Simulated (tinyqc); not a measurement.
## Reverse leakage of an n+-p junction: diffusion, generation, trap-assisted and band-to-band tunnelling: leakage components against the temperature

One-sided abrupt junction in the depletion approximation, x from the junction (0) to W on the p side, field F = F0 (1 - x/W). Flat quasi-Fermi levels, long p side. Traps generate through SRH with both lifetimes shortened by 1 + Gamma (Hurkx enhancement, form for moderate fields); band-to-band generation is local and needs a total bending above Eg.

Nc and Nv are given at 300 K and scale as (T/300 K)^1.5; all else is held fixed. ni = sqrt(Nc Nv) exp(-Eg/(2 Vt)), Eg in volts; Vbi = Vt ln(Na Nd/ni^2); W = sqrt(2 eps0 eps_r (Vbi + VR)/(q Na)); F0 = 2 (Vbi + VR)/W; FG = sqrt(24 mt m0 (kB T)^3)/(q hbar); J_diff = q ni^2 sqrt(Dn/tau)(1 - exp(-VR/Vt))/Na. u = (Vbi + VR)(1 - x/W)^2, p = Na exp(-u/Vt), n = Nd exp((u - Vbi - VR)/Vt); G0 = ni^2 (1 - exp(-VR/Vt))/(tau (n + p + 2 ni cosh(Et/Vt))); Gamma = 2 sqrt(3 pi)(F/FG) exp((F/FG)^2); trap-assisted part G0 Gamma; G_bb = Ab F^2.5 exp(-Bb/F) with F in V/cm, zero unless Vbi + VR > Eg. Currents are q times the integrals over 0 to W; J_bb under 1e-8 of J is printed as 0; rows with F0/FG above 2.2, beyond the range of this Gamma, are left out.

Values chosen for this exercise; band and dielectric values close to those of silicon:

| symbol | value | unit | meaning |
|---|---|---|---|
| Eg | 1.12 | eV | band gap |
| eps_r | 11.5 |  | relative permittivity |
| Nc | 2.83e19 | cm^-3 | conduction-band density of states at the reference temperature |
| Nv | 2.6e19 | cm^-3 | valence-band density of states at the reference temperature |
| Na | 4.6e17 | cm^-3 | acceptor density of the lighter side |
| Nd | 5e19 | cm^-3 | donor density of the heavier side |
| tau | 3e-6 | s | SRH lifetime of both carriers at zero field |
| Et | 0 | eV | trap level above the intrinsic level |
| mt | 0.26 | m0 | tunnelling mass |
| Dn | 4 | cm^2/s | electron diffusion coefficient on the lighter side |
| Ab | 2.3e14 | cm^-0.5 V^-2.5 s^-1 | band-to-band prefactor |
| Bb | 1.94e7 | V/cm | band-to-band field constant |
| VR | 2 | V | reverse bias |

Constants: q = 1.602176634e-19 C, kB = 1.380649e-23 J/K, hbar = 1.054571817e-34 J s, m0 = 9.1093837015e-31 kg, Vt = kB T/q, eps0 = 8.8541878128e-14 F/cm where lengths are in cm. Results are converted to the units shown.

Leakage components against the temperature:

| T (K) | F0 (kV/cm) | F0/FG | J_diff (A/cm^2) | J_SRH (A/cm^2) | J_TAT (A/cm^2) | J_bb (A/cm^2) | J (A/cm^2) | largest part |
|---|---|---|---|---|---|---|---|---|
| 280 | 664 | 1.96 | 1.67e-15 | 2.59e-10 | 1.64e-8 | 7.23e-10 | 1.74e-8 | trap-assisted tunnelling |
| 310 | 662 | 1.67 | 2.02e-13 | 2.88e-9 | 8.41e-8 | 6.59e-10 | 8.76e-8 | trap-assisted tunnelling |
| 340 | 660 | 1.45 | 1.08e-11 | 2.12e-8 | 3.60e-7 | 5.99e-10 | 3.82e-7 | trap-assisted tunnelling |
| 370 | 658 | 1.28 | 3.08e-10 | 1.15e-7 | 1.30e-6 | 5.41e-10 | 1.42e-6 | trap-assisted tunnelling |
| 400 | 656 | 1.13 | 5.43e-9 | 4.86e-7 | 4.04e-6 | 4.86e-10 | 4.53e-6 | trap-assisted tunnelling |
| 430 | 654 | 1.01 | 6.51e-8 | 1.70e-6 | 1.10e-5 | 4.35e-10 | 1.27e-5 | trap-assisted tunnelling |

Read the table: what changes, and by how much?

J rises from 1.74e-8 to 1.27e-5 A/cm^2. Trap-assisted tunnelling leads at T = 280 and in all other rows. Activation energies over the table: 1.21 eV for diffusion (Eg = 1.12 eV, raised by the T^3 of ni^2), 0.608 eV for SRH generation (Eg/2 + |Et| = 0.560 eV), 0.450 eV for the trap-assisted part, lower since Gamma grows on cooling; the total shows 0.403 eV at the cold end and 0.511 eV at the hot end.

Range of the model: The n+ side is degenerate, so Vbi from Boltzmann statistics is only a guide.

Numbers from tinyqc (`OMP_NUM_THREADS=1 python tinyqc.py 2290005 2290006 out.jsonl`; about 0.01 s on one thread of a shared Intel Xeon 2.30GHz).
